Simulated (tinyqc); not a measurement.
From results back to parameters: k.p values derived from sp3s* tight binding at Gamma. Five cases, with inputs chosen for the exercise.

Problem. The electron mass obeys m0/m = A + Ep/EG, where A gathers the direct term and the higher bands, and Ep = P^2/c with c = hbar^2/2m0, P = (a/4)(sa pc Vsapc + sc pa Vscpa). The mass comes from a hidden Vscpa (s cation, p anion); sa, sc are the anion and cation parts of S+, the upper s level at Gamma, and pa, pc those of P-, the lower p level (P+ is the upper one).

Constants: hbar^2/2m0 = 3.80998211 eV angstrom^2.

Case 1.

Values chosen (out of a larger set: near a published set for GaAs, fitted to gaps, whose masses and valley positions are rough; not measured data): a = 5.648 angstrom (lattice constant); Vsapc = 4.465 eV (s anion, p cation).

m = 0.1203065 m0
A = -1.55385
EG = 1.571435 eV

sa, sc, pa, pc: 0.546336  -0.837566  0.881993  -0.471262

Case 2.

Values chosen (out of a larger set: near a published set for InAs, fitted to gaps, whose masses and valley positions are rough; not measured data): a = 6.061 angstrom (lattice constant); Vsapc = 3.068 eV (s anion, p cation).

m = 0.0292311 m0
A = -1.50463
EG = 0.402419 eV

sa, sc, pa, pc: 0.488421  -0.872608  0.896516  -0.443011

Case 3.

Values chosen (out of a larger set: near a published set for GaSb, fitted to gaps, whose masses and valley positions are rough; not measured data): a = 6.097 angstrom (lattice constant); Vsapc = 4.993 eV (s anion, p cation).

m = 0.0721674 m0
A = -1.99341
EG = 0.852192 eV

sa, sc, pa, pc: 0.607493  -0.794325  0.878916  -0.476976

Case 4.

Values chosen (out of a larger set: near a published set for Ge, fitted to gaps, whose masses and valley positions are rough; not measured data): a = 5.656 angstrom (lattice constant); Vsapc = 5.458 eV (s anion, p cation).

m = 0.0680018 m0
A = -1.78503
EG = 0.948000 eV

sa, sc, pa, pc: 0.707107  -0.707107  0.707107  -0.707107

Case 5.

Values chosen (out of a larger set: near a published set for AlAs, fitted to gaps, whose masses and valley positions are rough; not measured data): a = 5.658 angstrom (lattice constant); Vsapc = 5.132 eV (s anion, p cation).

m = 0.2933335 m0
A = -1.60360
EG = 3.035469 eV

sa, sc, pa, pc: 0.533158  -0.846015  0.886548  -0.462636

Find: Ep; Vscpa.

Solution. Ep = (m0/m - A) EG gives |P|; both terms of P have the sign of sc pa, and the linear relation gives Vscpa. A is held fixed, though its part from P+ also depends on Vscpa.

Case 1.

Ep = 15.50 eV
Vscpa = 5.81 eV

Case 2.

Ep = 14.37 eV
Vscpa = 5.39 eV

Case 3.

Ep = 13.51 eV
Vscpa = 4.67 eV

Case 4.

Ep = 15.63 eV
Vscpa = 5.46 eV

Case 5.

Ep = 15.22 eV
Vscpa = 5.49 eV

Computed by tinyqc, one run a case: `OMP_NUM_THREADS=1 python tinyqc.py N N+1 out.jsonl` with N = 1451546, 1451568, 1451577, 1451601, 1451622; one thread of a shared Intel(R) Xeon(R) Processor @ 2.30GHz, about 0.01 s a run at most.
